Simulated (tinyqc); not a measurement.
Inside a calculation. Model: two-band model of a narrow-gap semiconductor with electrons and holes. Computed by tinyqc, a small Python program that keeps every step. Command: `OMP_NUM_THREADS=1 python tinyqc.py 3010633 3010634 out.jsonl bipolar walk`. One thread of a shared host (Intel(R) Xeon(R) Processor @ 2.30GHz), about 0.04 s of CPU time with the checks. Intermediate numbers are printed to about 6 digits and carried at full precision; extremes and crossings named in words are read from the listed rows.

Two parabolic bands with acoustic scattering (r = -1/2, a = 0), a gap that does not change with T, and fully ionised dopants. Melting is ignored, so values above the melting point are formal, and kappa_L does not change with T. eta_n = (E_F - E_c)/(k_B T), eta_p = -eta_n - E_g/(k_B T).

Inputs (values chosen for the exercise, modelled on InAs): electron mass m_n = 0.024 m_0; hole mass m_p = 0.42 m_0; electron mobility parameter mu_300,n = 28000 cm^2/(V s); hole mobility parameter mu_300,p = 440 cm^2/(V s); temperature exponent p = 1.5; band gap E_g = 0.37 eV; net doping N = 2.8e+16 1/cm^3; lattice thermal conductivity kappa_L = 21 W/(m K); temperature T = 340 K.

Doping: p-type.

Constants: k_B = 8.617333262e-05 eV/K; m_0 = 9.1093837015e-31 kg; k_B = 1.380649e-23 J/K; hbar = 1.054571817e-34 J s; e = 1.602176634e-19 C.

## Fermi level

With x = E/(k_B T), a = alpha k_B T (0 for a parabolic band), G = x (1 + a x), D = 1 + 2 a x and <y> = int y f (1 - f) dx, f = 1/(1 + exp(x - eta)): tau = tau_0 G^r/D; transport function s = G^(3/2 + r)/D^2; n = N_0 <G^(3/2)> with N_0 = (2 m k_B T)^(3/2)/(3 pi^2 hbar^3). Integrals over x = E/(k_B T) use 160 Gauss-Legendre points in u = sqrt(x) from 0 to sqrt(max(eta, 0) + 32). Neutrality: p - n = N, with n = N_0(m_n) <x^(3/2)> at eta_n and p = N_0(m_p) <x^(3/2)> at eta_p.

eta_n = -6.94882

eta_p = -5.67962

## Each band alone

sigma = e mu_0 N_0 <s> with mu_0 = e tau_0/m = mu_300 (T/300 K)^(-p); |S| = (k_B/e)(<x s>/<s> - eta); Lorenz number L = (k_B/e)^2 (<x^2 s>/<s> - (<x s>/<s>)^2); kappa_e = L sigma T; zT = S^2 sigma T/(kappa_L + kappa_e). Hall factor r_H = <x^(3/2)> <x^(1/2)>/<s>^2.

Partial coefficients:
```
band       sigma (S/cm)  |S| (microvolt/K)  L (1e-8 V^2/K^2)  density (1/cm^3)  Hall factor
electrons      0.302049            771.191           1.48535       1.08005e+14      1.17803
holes           1.23482            661.926           1.48580       2.81080e+16      1.17785
```

The minority carriers have the larger |S|, since the Fermi level lies farther from their band; they carry 20 % of the conductivity.

## Both bands together

Both bands together (these totals replace the one-band zT): sigma = sigma_n + sigma_p; S = (sigma_p |S_p| - sigma_n |S_n|)/sigma; kappa_bip = (sigma_n sigma_p/sigma)(|S_n| + |S_p|)^2 T; kappa_e = (L_n sigma_n + L_p sigma_p) T; zT = S^2 sigma T/(kappa_L + kappa_e + kappa_bip); weak-field R_H = (r_p sigma_p^2/p - r_n sigma_n^2/n)/(e sigma^2), where the Hall factors r_n and r_p are <x^(3/2)> <x^(1/2)>/<s>^2.

conductivity sigma = 1.53687 S/cm

Seebeck coefficient S = 380.268 microvolt/K

bipolar thermal conductivity = 0.0169467 W/(m K)

kappa_e = 7.76337e-04 W/(m K)

zT = 3.59508e-04

Hall coefficient R_H = -2460.72 cm^3/C

The minority band lowers |S| from 662 to 380 microvolt/K, and bipolar flow adds 0.081 % of the thermal conductivity. S and R_H have opposite signs, because R_H weights each carrier by mu^2 and S by mu times the partial |S| of its band.

## The maximum of |S| and the Goldsmid-Sharp gap

T_max maximises |S| of the majority sign between 150 and 1200 K; the Goldsmid-Sharp estimate is E_g = 2 e |S_max| T_max.

T_max = 268.308 K

|S_max| = 624.538 microvolt/K

Goldsmid-Sharp gap = 0.335137 eV

estimate over true gap = 0.905777

The estimate is 0.91 times the true gap. The weighted-mobility ratio of majority to minority carriers, mu m^(3/2), is 1.15.

## Against temperature

The formulas are those given above.

The same sample:
```
T (K)   n (1/cm^3)   p (1/cm^3)  sigma (S/cm)  S (microvolt/K)  kappa_bip (W/(m K))         zT  R_H (cm^3/C)
150    1.04919e+06  2.80000e+16         4.193          556.586          1.18771e-09  0.0009277   2.62427e+02
200    3.19269e+09  2.80000e+16         2.725          593.704          1.90734e-06  0.0009147   2.62366e+02
250    4.57010e+11  2.80005e+16         1.952          620.640          1.68620e-04  0.0008953   2.44628e+02
300    1.38224e+13  2.80138e+16         1.531          597.972          3.37927e-03  0.0007821  -2.46898e+02
350    1.68625e+14  2.81686e+16         1.636          278.647          2.24917e-02  0.0002115  -3.18250e+03
400    1.12577e+15  2.91258e+16         3.468         -222.968          4.59981e-02  0.0003276  -3.27737e+03
500    1.30751e+16  4.10751e+16        21.327         -356.928          5.70115e-02  0.0064466  -5.07897e+02
600    4.85923e+16  7.65923e+16        57.918         -296.426          7.89201e-02  0.0144499  -1.42346e+02
750    1.53910e+17  1.81910e+17       126.569         -236.253          1.31417e-01  0.0248992  -4.49215e+01
900    3.25215e+17  3.53215e+17       197.043         -200.444          1.95740e-01  0.0331725  -2.10653e+01
1050   5.61161e+17  5.89161e+17       262.299         -177.094          2.66004e-01  0.0397758  -1.20943e+01
1200   8.57514e+17  8.85514e+17       320.181         -160.840          3.39451e-01  0.0452225  -7.84990e+00
```

Among the rows where S keeps the majority sign, zT is largest at 150 K (the edge of those rows) and |S| at 250 K. Among these rows sigma is least at 300 K; at higher T thermal pairs outweigh the falling mobility. R_H changes sign between 250 and 300 K. S changes sign between 350 and 400 K. kappa_bip reaches 0.339 W/(m K) at the last row, 0.0162 times kappa_L.

Checks made by the program: neutrality (relative difference below 1e-10).
